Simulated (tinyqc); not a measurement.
Random telegraph noise from one oxide trap in a small MOSFET: two steps of the calculation.

An acceptor-like trap exchanges electrons with the channel. Inversion charge Q = Cox u, u = n Vt W0(exp((Vg - VT)/(n Vt))), W0 the Lambert function, n = nf, Cox = eps0 eox/tox; linear regime Id = (W/L) mu Q Vd. Relative to threshold the surface potential rises by Vt ln(u/u0) and the oxide voltage by the rest of Vg - VT, with u0 = n Vt W0(1).

Parameters, values chosen for the exercise; values of the order met in silicon transistors:
- T = 250 K (temperature)
- eox = 3.9 (relative permittivity of the gate insulator (close to silicon dioxide))
- tox = 1.4 nm (insulator thickness)
- xt = 0.7 nm (depth of the trap from the channel interface)
- nf = 1.2 (body factor)
- W = 40 nm (gate width)
- L = 29 nm (gate length)
- mu = 380 cm^2/(V s) (mobility)
- asc = 0 V s (scattering coefficient of the charged trap)
- Vd = 0.05 V (drain voltage)

Constants: q = 1.602176634e-19 C, kB = 1.380649e-23 J/K, Vt = kB T/q, eps0 = 8.8541878128e-14 F/cm where lengths are in cm. Results are converted to the units shown.

Problem 1. Step height. A = W L; threshold step dV = q (1 - xt/tox)/(Cox A); gm/Id = 1/(u + n Vt); relative step dI/I = (gm/Id) dV + asc mu/A. Id as defined.

u = 0.014661788 V
N = 2.2571574e11 cm^-2

Give: electrons in the channel N A; dV; gm/Id; number part of dI/I; dI/I; Id; dI.

Solution 1.

electrons in the channel N A = 2.6183
dV = 2.7999 mV
gm/Id = 24.683 1/V
number part of dI/I = 6.9109 %
dI/I = 6.9109 %
Id = 0.94774 uA
dI = 65.497 nA

Problem 2. Lorentzian spectrum. Spectrum S(f) = 4 dI^2/{(tc + te)[(1/tc + 1/te)^2 + (2 pi f)^2]}; corner fc = (1/tc + 1/te)/(2 pi); variance dI^2 tc te/(tc + te)^2. Give S at f = 0, at fc and at 10 fc.

tc = 54.138978 s
te = 346.63671 s
dI = 65.497103 nA

Find: fc; S(0); S(fc); S(10 fc); rms current.

Solution 2.

fc = 0.003399 Hz
S(0) = 9.388e-14 A^2/Hz
S(fc) = 4.694e-14 A^2/Hz
S(10 fc) = 9.295e-16 A^2/Hz
rms current = 22.39 nA

The rms value is 0.342 of the step; it reaches its largest share, 1/2, when tc = te.

Range of the model: VT is taken as given; short-channel effects and the uneven flow of current among few electrons are left out.

Numbers from tinyqc (`OMP_NUM_THREADS=1 python tinyqc.py 2710072 2710073 out.jsonl`; about 0.01 s on one thread of a shared Intel Xeon 2.30GHz).
